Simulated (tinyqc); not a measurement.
Inside a calculation. Method: RHF in the sto-3g basis, for H6, spin multiplicity 1. One step of it, computed by the program tinyqc.

Question. Orthogonalisation. S = U s U^T; symmetric (Loewdin) form X = U s^(-1/2) U^T, so that X^T S X = 1.

overlap S:
```
          1H 1s     2H 1s     3H 1s     4H 1s     5H 1s     6H 1s
1H 1s  1.000000  0.478408  0.080613  0.010341  0.000517  0.000022
2H 1s  0.478408  1.000000  0.387033  0.080613  0.007050  0.000518
3H 1s  0.080613  0.387033  1.000000  0.478408  0.080613  0.010364
4H 1s  0.010341  0.080613  0.478408  1.000000  0.387033  0.080754
5H 1s  0.000517  0.007050  0.080613  0.387033  1.000000  0.478985
6H 1s  0.000022  0.000518  0.010364  0.080754  0.478985  1.000000
```

Give: eigenvalues of S; X.

Answer.

eigenvalues of S: 0.319  0.445  0.650  1.138  1.546  1.903

X:
```
        1H 1s   2H 1s   3H 1s   4H 1s   5H 1s   6H 1s
1H 1s   1.108  -0.300   0.047  -0.009   0.001   0.000
2H 1s  -0.300   1.187  -0.259   0.050  -0.007   0.001
3H 1s   0.047  -0.259   1.193  -0.320   0.050  -0.009
4H 1s  -0.009   0.050  -0.320   1.193  -0.259   0.047
5H 1s   0.001  -0.007   0.050  -0.259   1.188  -0.300
6H 1s   0.000   0.001  -0.009   0.047  -0.300   1.109
```
